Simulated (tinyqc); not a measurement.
Off-state leakage of single and stacked transistors: subthreshold current against the height of the stack.

n-channel devices of unit width. Subthreshold current I(Vg, Vs, Vd) = I0 (T/300 K)^0.5 exp[(Vg - Vs - VT(T) - gb (Vs - Vb) + dd (Vd - Vs))/(nf Vt)] (1 - exp(-(Vd - Vs)/Vt)), VT(T) = VT - cT (T - 300 K). Gate-edge tunnelling Ig (Vd/1 V) exp(ag (Vd - 1 V)), for a gate at 0 V, and band-to-band leakage Ab u exp(-Bb/u), u = Vd - Vb + 1 V, flow at a drain held at V; both are taken as independent of T. In a stack of off transistors (all gates at 0 V) the same subthreshold current passes through each.

All n gates at 0 V, bottom source at 0 V, top drain at V; node voltages follow from equal currents.

Inputs (values chosen for the exercise); values of the order met in bulk silicon logic transistors: temperature T = 300 K; supply voltage V = 1.1 V; threshold at 300 K, zero drain and body bias VT = 0.33 V; fall of the threshold with temperature cT = 0.7 mV/K; current at threshold at 300 K I0 = 0.22 uA/um; slope factor nf = 1.19; drain-induced lowering per volt dd = 0.15; rise of the threshold per volt of source-body bias gb = 0.16; body voltage Vb = 0 V.

Constants: q = 1.602176634e-19 C, kB = 1.380649e-23 J/K, Vt = kB T/q. Results are converted to the units shown.

Subthreshold current against the height of the stack:

| n | I (nA/um) | reduction factor | drain voltage of the bottom device (mV) | source voltage of the top device (mV) | voltage across the top device (V) |
|---|---|---|---|---|---|
| 1 | 1.031 | 1.000 | 1100 | 0 | 1.100 |
| 2 | 0.008284 | 124.4 | 113.3 | 113.3 | 0.9867 |
| 3 | 0.003294 | 312.9 | 24.11 | 134.9 | 0.9651 |
| 4 | 0.002019 | 510.4 | 12.89 | 146.4 | 0.9536 |
| 5 | 0.001449 | 711.3 | 8.765 | 154.2 | 0.9458 |
| 6 | 0.001128 | 913.9 | 6.627 | 160.1 | 0.9399 |

The second transistor cuts the current by a factor of 124, the third by a further 2.52 and the sixth by 1.28. The top device keeps 85.4 % of the supply at n = 6, while the drain voltage of the bottom one falls to 0.256 Vt.

Computed by the program tinyqc: `OMP_NUM_THREADS=1 python tinyqc.py 2242247 2242248 out.jsonl`, one thread of a shared Intel Xeon 2.30GHz, about 0.03 s for the whole run.
